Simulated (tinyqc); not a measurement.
# Hot electrons in a saturated n-channel MOSFET, lucky-electron model, step by step

Computed by the program tinyqc: `OMP_NUM_THREADS=1 python tinyqc.py 2550163 2550164 out.jsonl`, one thread of a shared Intel Xeon 2.30GHz, about 0.01 s for the whole run. Printed values are rounded.

Beyond pinch-off the lateral field grows as Esat cosh(y/l) over the velocity-saturated region (pseudo-two-dimensional model). Impact ionisation in this region gives the substrate current, which biases the body forward through Rsub. Currents are per width. Local-field laws: they overstate ionisation when the field peak is narrower than an energy relaxation length.

Values chosen for this exercise; values close to those of silicon n-channel devices:
- L = 0.5 um (channel length)
- tox = 12 nm (oxide thickness)
- xj = 180 nm (junction depth)
- VT = 0.4 V (threshold)
- mu = 280 cm^2/(V s) (effective mobility)
- vs = 7.1e6 cm/s (saturation velocity)
- Ai = 2e6 1/cm (ionisation prefactor)
- Bi = 1.75 MV/cm (ionisation field)
- Rd = 200 ohm um (resistance of the lightly doped drain)
- Rsub = 4000 ohm um (substrate resistance)
- kb = 0.36 (fall of VT per volt of forward body bias)
- lm = 7.2 nm (hot-electron mean free path)
- pb = 3.2 V (oxide barrier)
- Cg = 0.0025 (prefactor of the gate current)
- m = 3.1 (lifetime exponent)
- Hl = 16000 s uA/um (lifetime constant)
- Vd = 3.4 V (drain voltage)
- Vg = 2.3 V (gate voltage)

Constants: eps0 = 8.8541878128e-14 F/cm where lengths are in cm. Results are converted to the units shown.

## Length and field scales

Cox = 3.9 eps0/tox, l = sqrt(3 tox xj), Esat = 2 vs/mu.

Cox = 0.2877611 uF/cm^2
l = 80.49845 nm
Esat = 0.05071429 MV/cm
Esat L = 2.535714 V

## Iteration 1: body bias from the substrate current

Vb at the start = 0 V

Cox = 3.9 eps0/tox. Overdrive g = Vg - VT + kb Vb; Vdsat = g Esat L/(g + Esat L); Id = Cox vs (g - Vdsat); dV = Vd - Id Rd - Vdsat; Em = sqrt((dV/l)^2 + Esat^2); Isub = Id (Ai/Bi) l Em exp(-Bi/Em). Vb(new) = Rsub Isub.

Vdsat = 1.086151 V
Id = 166.2777 uA/um
dV = 2.280593 V
Em = 0.2878123 MV/cm
Isub = 1.007069 uA/um
Vb after iteration 1 = 0.004028277 V

## Iteration 2: body bias from the substrate current

As before.

Vdsat = 1.086625 V
Id = 166.4772 uA/um
dV = 2.280079 V
Em = 0.2877495 MV/cm
Isub = 1.006720 uA/um
Vb after iteration 2 = 0.004026882 V

## Course of the iteration: body bias from the substrate current

Stop when Vb changes by less than 1e-9 V, or after 60 iterations.

Course of the iteration:

| iteration | Vb (V) | \|change\| (V) |
|---|---|---|
| 1 | 0.004028277 | 4.03e-3 |
| 2 | 0.004026882 | 1.40e-6 |
| 3 | 0.004026882 | 4.84e-10 |

Converged in 3 iterations. The change falls from 0.0040 in the first iteration to below the tolerance in the last.

## Gate current, lifetime and channel shortening

Id = 166.4772 uA/um
dV = 2.280080 V
Em = 0.2877495 MV/cm
Isub = 1.006721 uA/um

Ig = Cg Id exp(-pb/(lm Em)); lifetime tau = (Hl/Id)(Isub/Id)^(-m); length of the saturated region dL = l ln[(dV/l + Em)/Esat]. 1 year = 3.15576e7 s.

Isub/Id = 0.006047200
Ig = 0.08154256 pA/um
tau = 22.95319 years
dL = 194.9006 nm

The lifetime exceeds ten years. Integrating Ai exp(-Bi/E) over the cosh profile gives Isub/Id = 0.00539, so the closed form is 12 % above it.
